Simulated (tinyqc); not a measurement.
# Minority carriers and saturation current of a heavily doped emitter: effect of temperature on the narrowing factor

n-type, parabolic bands, full ionisation. eta = (EF - Ec)/kB T solves N = Nc F12(eta), F12(x) = (2/sqrt(pi)) int_0^infinity sqrt(u)/(1 + exp(u - x)) du. The gap shrinks rigidly by dEg = E1 [ln(N/N0) + sqrt(ln^2(N/N0) + 0.5)], an empirical law that is here taken as the true narrowing.

Nc is given at 300 K and scales as T^1.5; dEg is held. The factor nie^2/ni^2 = exp(dEg/kB T) g, g = F12(eta) exp(-eta), divides the current gain of a transistor with this emitter.

Parameters, values chosen for the exercise; band and dielectric values close to those of silicon:
- Nc = 2.83e19 cm^-3 (conduction-band density of states at 300 K)
- N = 6.5e18 cm^-3 (ionised donor density)
- E1 = 7.3 meV (energy of the narrowing law)
- N0 = 1.8e17 cm^-3 (density of the narrowing law)

Constants: q = 1.602176634e-19 C, kB = 1.380649e-23 J/K, Vt = kB T/q. Results are converted to the units shown.

Effect of temperature on the narrowing factor:
```
T (K)       eta        g  nie^2/ni^2  its logarithm
150    -0.20371  0.79642      47.582         3.8624
200    -0.71455  0.86216      18.527         2.9192
250     -1.0913  0.89916      10.462         2.3477
300     -1.3901  0.92224      7.1285         1.9641
350     -1.6380  0.93774      5.4120         1.6886
400     -1.8499  0.94873      4.3980         1.4811
450     -2.0351  0.95683      3.7406         1.3192
```

The factor falls from 47.6 to 3.74. Its slope against q/kB T is 48.8 meV between the first two rows and 50.2 meV between the last two, against dEg = 52.9 meV: degeneracy takes back part of the narrowing. The factor grows on cooling, so the current gain of such a transistor falls.

Range of the model: Band tails, non-parabolic bands and incomplete ionisation are left out.

Computed by the program tinyqc: `OMP_NUM_THREADS=1 python tinyqc.py 2330127 2330128 out.jsonl`, one thread of a shared Intel Xeon 2.30GHz, about 0.01 s for the whole run.
